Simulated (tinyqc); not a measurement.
From results back to parameters: Shockley-Read-Hall recombination through one deep level. Four cases, with inputs chosen for the exercise.

Problem. Deep-level transient spectroscopy: the emission rate is en = gam sigma T^2 exp(-dE/kB T), dE = Ec - Et. Two rates were computed from hidden dE and sigma.

Constants: kB = 8.617333262e-05 eV/K.

Find: ln(en/T^2) at T1 and T2; dE; sigma.

Method. ln(en/T^2) against 1/T is a line of slope -dE/kB and intercept ln(gam sigma); plotting ln en alone would overstate dE by about 2 kB T.

Case 1.

Values chosen (out of a larger set: gap and densities of states near those of GaN at this temperature; not measured data): gam = 3.3e+20 1/(cm^2 s K^2) (vth Nc/T^2, which does not depend on T); T1 = 149 K; T2 = 173 K.

en(T1) = 0.0828735 1/s
en(T2) = 3.14827 1/s

Solution.

ln(en/T^2) at T1 and T2: -12.4983  -9.1597

dE = 0.309 eV
sigma = 3.2e-16 cm^2

Case 2.

Values chosen (out of a larger set: gap and densities of states near those of SiC at this temperature; not measured data): gam = 5.5e+21 1/(cm^2 s K^2) (vth Nc/T^2, which does not depend on T); T1 = 367 K; T2 = 418 K.

en(T1) = 635.308 1/s
en(T2) = 15346.8 1/s

Solution.

ln(en/T^2) at T1 and T2: -5.3566  -2.4323

dE = 0.758 eV
sigma = 2.2e-14 cm^2

Case 3.

Values chosen (out of a larger set: gap and densities of states near those of GaAs at this temperature; not measured data): gam = 7.4e+19 1/(cm^2 s K^2) (vth Nc/T^2, which does not depend on T); T1 = 303 K; T2 = 354 K.

en(T1) = 3.68154 1/s
en(T2) = 158.934 1/s

Solution.

ln(en/T^2) at T1 and T2: -10.1241  -6.6701

dE = 0.626 eV
sigma = 1.4e-14 cm^2

Case 4.

Values chosen (out of a larger set: gap and densities of states near those of SiC at this temperature; not measured data): gam = 4.5e+21 1/(cm^2 s K^2) (vth Nc/T^2, which does not depend on T); T1 = 184 K; T2 = 213 K.

en(T1) = 43.4444 1/s
en(T2) = 1521.04 1/s

Solution.

ln(en/T^2) at T1 and T2: -6.6584  -3.3954

dE = 0.380 eV
sigma = 7.3e-15 cm^2

Computed by tinyqc, one run a case: `OMP_NUM_THREADS=1 python tinyqc.py N N+1 out.jsonl` with N = 1650495, 1650497, 1650560, 1650597; one thread of a shared Intel(R) Xeon(R) Processor @ 2.30GHz, about 0.01 s a run at most.
